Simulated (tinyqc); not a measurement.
Solute along a frozen bar: binary melting diagram from solution models of liquid and solid. Computed by tinyqc, a small Python program. Command: `OMP_NUM_THREADS=1 python tinyqc.py 3023622 3023623 out.jsonl melt walk`. One thread of a shared host (Intel(R) Xeon(R) Processor @ 2.30GHz), about 0.01 s of CPU time with the checks.

x is the fraction of B. In a phase with interaction L: mu_A = G_A + R T ln(1 - x) + L x^2, mu_B = G_B + R T ln x + L (1 - x)^2. Melting: G(liquid) - G(solid) = H (1 - T/T_m) for each pure component.

Inputs (values chosen for the exercise, for a model alloy): melting point T_A = 1850 K; melting point T_B = 1025 K; heat of melting H_A = 47.4 kJ/mol; heat of melting H_B = 27.6 kJ/mol; liquid interaction L_L = -2 kJ/mol; solid interaction L_S = 4.4 kJ/mol; dilute content c0 of B = 0.024; growth number V delta/D = 0.33.

Diagram: complete solid solution (lens).

Constants: R = 8.314462618 J/(mol K).

Method. At T_A, k0 = exp[(dG_B(T_A) + L_L - L_S)/(R T_A)]; van 't Hoff: m_L = -R T_A^2 (1 - k0)/H_A per unit fraction. Burton-Prim-Slichter: k_eff = k0/[k0 + (1 - k0) exp(-V delta/D)]. Freezing range of c0: |m_L| c0 |1 - k0|/k0. For the solid at frozen fraction f, relative to c0. Lever rule: k0/[1 - (1 - k0) f]. Scheil (no diffusion in the solid, mixed liquid): k (1 - f)^(k - 1), with k0 and with k_eff. One zone pass with a zone a tenth of the bar long: 1 - (1 - k0) exp(-10 k0 f).

partition coefficient k0 = 0.155626

effective coefficient k_eff = 0.204056

Ratio c_s/c0:
```
f    lever rule  Scheil, k0  Scheil, k_eff  one zone pass
0.0     0.15563      0.1556         0.2041        0.15563
0.1     0.16998      0.1701         0.2219        0.27732
0.3     0.20842      0.2103         0.2710        0.47062
0.5     0.26934      0.2794         0.3543        0.61221
0.7     0.38056      0.4301         0.5320        0.71593
0.8     0.47959      0.6057         0.7347        0.75687
0.9     0.64827      1.0876         1.2755        0.79191
```

What does the comparison show, and why?

All but the k_eff column start at k0 = 0.156. At f = 0.9 Scheil gives 1.09 against 0.648 for the lever rule, since the solid keeps what it took and the last liquid is richer in B. Scheil passes c0 at f = 0.890. Last over first value: 6.99 with k0 and 6.25 with k_eff, so faster growth gives the more even bar. Caution: B is no longer dilute in part of the solid or liquid, so a constant k is rough there.
